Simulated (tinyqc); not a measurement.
Spherical quantum dot, step by step. Values are carried at full precision from step to step, so a last printed digit may differ when a step is redone from the rounded ones.

With hard walls E = c (x/R)^2/mw, x a zero of j_l: 1s 3.141593; 2s 6.283185; 1p 4.493409; 2p 7.725252; 1d 5.763459; 2d 9.095011; 1f 6.987932; 2f 10.417119.

Constants: hbar^2/2m0 = 3.80998211 eV angstrom^2; e^2/(4 pi eps0) = 14.39964547 eV angstrom; Ry = 13.60569312 eV; a0 (Bohr radius) = 0.5291772105 angstrom; hc = 1239.841984 eV nm.

Values chosen for the exercise (near those of a non-polar GaN dot in AlGaN; not measured data):
- R = 39 angstrom (radius)
- mw = 0.201 m0 (mass inside)
- V0 = 0.675 eV (barrier height)
- mb = 0.254 m0 (mass outside)
- E = 0.0815 eV (trial energy)
- Eg = 3.453 eV (bulk gap)
- mh = 0.3 m0 (hole mass)
- eps = 9.8 (dielectric constant inside)
- eps_o = 2.4 (dielectric constant beyond a thin barrier shell (oxide or ligands))

## Hard-wall levels

The six lowest of these, with their orbital degeneracy; c = hbar^2/2m0.

Hard walls:
```
state  degeneracy       x  E (eV)
1s              1  3.1416  0.1230
1p              3  4.4934  0.2516
1d              5  5.7635  0.4140
2s              1  6.2832  0.4920
1f              7  6.9879  0.6085
2p              3  7.7253  0.7437
```

Shells close, with spin and per valley, at 2, 8, 18, 20 electrons; levels above about 0.3 eV are beyond a parabolic mass, and anisotropic valleys split the shells. The real barrier, V0 = 0.675 eV, lies below 1 value at the end of the list.

## The matching condition at a trial energy

A sphere of radius R, isotropic masses, c = hbar^2/2m0, k = sqrt(mw E/c), kappa = sqrt(mb (V0 - E)/c). State n l is the spherical Bessel function j_l(k r) inside and k_l(kappa r) outside; psi and psi'/m are continuous: (k/mw) j_l'(kR)/j_l(kR) = (kappa/mb) k_l'(kappa R)/k_l(kappa R). For l = 0 this reads kR cot(kR) = 1 - (mw/mb)(1 + kappa R).

Both sides for the lowest state, in the form for l = 0.

k R = 2.5573
kappa R = 7.7577
left side = -3.8669
right side = -5.9303

The left side falls with E and the right side rises; here the left is the larger, so the level lies above the trial energy.

## Bound levels

All roots below V0 for angular numbers 0 to 3, two each at most; the last column is the ratio to the hard-wall level.

Finite barrier:
```
state  degeneracy  E (eV)     k R  E/E(hard)
1s              1  0.0915  2.7097      0.744
1p              3  0.1864  3.8679      0.741
1d              5  0.3048  4.9457      0.736
2s              1  0.3609  5.3816      0.734
1f              7  0.4440  5.9691      0.730
2p              3  0.5359  6.5577      0.721
```

6 levels of these are bound; the lowest reaches 74 % of its hard-wall value.

## Lowest optical transition

Brus estimate with the correlation term of Kayanuma, both carriers between hard walls: E = Eg + c (pi/R)^2 (1/mw + 1/mh) - 1.786 q/(eps R) - 0.248 Ry*, with q = e^2/(4 pi eps0), Ry* = Ry mu/eps^2, 1/mu = 1/mw + 1/mh, a* = a0 eps/mu, c = hbar^2/2m0. It assumes R below about a*.

Give the terms and the wavelength hc/E.

mu = 0.1204 m0
a* = 43.1 angstrom

confinement, Coulomb and correlation terms (eV): [0.2054, -0.0673, -0.0042]

E = 3.5869 eV
wavelength = 345.7 nm

R/a* = 0.91: strong confinement, as the formula assumes. For the electron, hard walls give 31 meV more than the finite barrier.

## Charging energy

Two electrons in the hard-wall 1s state repel by U = 1.786 q/(eps R) + q (1/eps_o - 1/eps)/R, the second term from the polarisation of the surface; q = e^2/(4 pi eps0). The addition energies are U for the second electron and U + E(1p) - E(1s) for the third, with U taken as constant and hard-wall levels.

direct term = 67.3 meV
polarisation term = 116.2 meV

addition energies (meV): [183.5, 312.1]

## Checks

- Lowest level by radial finite differences against the matching condition, eV: both 0.0915.

Program tinyqc; command `OMP_NUM_THREADS=1 python tinyqc.py 1281143 1281144 out.jsonl`; about 0.03 s on one thread of a shared Intel(R) Xeon(R) Processor @ 2.30GHz.
